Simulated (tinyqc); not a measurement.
Strain dependence: valley-orbit splitting of a donor ground state, with strain. Computed by tinyqc, a small Python program. Command: `OMP_NUM_THREADS=1 python tinyqc.py 3024747 3024748 out.jsonl valleyorbit walk`. One thread of a shared host (Intel(R) Xeon(R) Processor @ 2.30GHz), about 0.01 s of CPU time with the checks.

The basis is the 1s envelope in each valley; energies are counted from the unstrained conduction-band edge. The strain is e_s (a a^T - 1/3) for the unit stress axis a, so valley j along n_j moves by Xi_u e_s w_j with w_j = (n_j.a)^2 - 1/3: +2/3 for [111], -2/9 for the others.

Inputs (values chosen for the exercise, for a model many-valley semiconductor): single-valley binding energy E_0 = 7.29 meV; central-cell shift Lambda = 0.52 meV; coupling Delta_1 = 1 meV; shear deformation potential Xi_u = 16.3 eV; shear strain e_s = 0.0014.

Valleys: four along <111>. Stress axis: [111].

Method:
- By symmetry: E(A1) = E_0 + Lambda + 3 Delta_1 (one state), E(T2) = E_0 + Lambda - Delta_1 (three), as binding energies.
- H_jj = -(E_0 + Lambda) + Xi_u e_s w_j; H_jk = -Delta_1 between any two valleys.
- The contact hyperfine ratio is A/A_0 = (sum_j c_j)^2/(number of valleys), c_j the valley amplitudes of the ground state; binding from the lowest valley edge.

E(A1) = 10.81 meV

Against strain:
```
e_s       Xi_u e_s (w_max - w_min) (meV)  binding (meV)  gap to next level (meV)    A/A_0
-0.01100                         -159.38          7.829                   157.42  0.25959
-0.00420                          -60.85          7.861                    58.96  0.27587
-0.00140                          -20.28          7.973                    18.61  0.33497
-0.00042                           -6.09          8.445                     5.36  0.58937
0.00042                             6.09         10.165                     3.36  0.90033
0.00140                            20.28          9.944                     3.13  0.81355
0.00420                            60.85          9.858                     3.05  0.77345
0.01100                           159.38          9.829                     3.02  0.75924
```

A/A_0 falls for either sign of strain, to 0.260 and 0.759 at the ends; its limits are the shares of the valleys that end up lowest, 1/4 under compression and 3/4 under tension. Near zero strain A/A_0 changes in second order, the binding in first. The binding energy drops from 10.81 meV to 7.83 and 9.83 meV, since fewer valleys share the valley-orbit gain.

Extremes, crossings and ranges named in words are read from the listed rows.
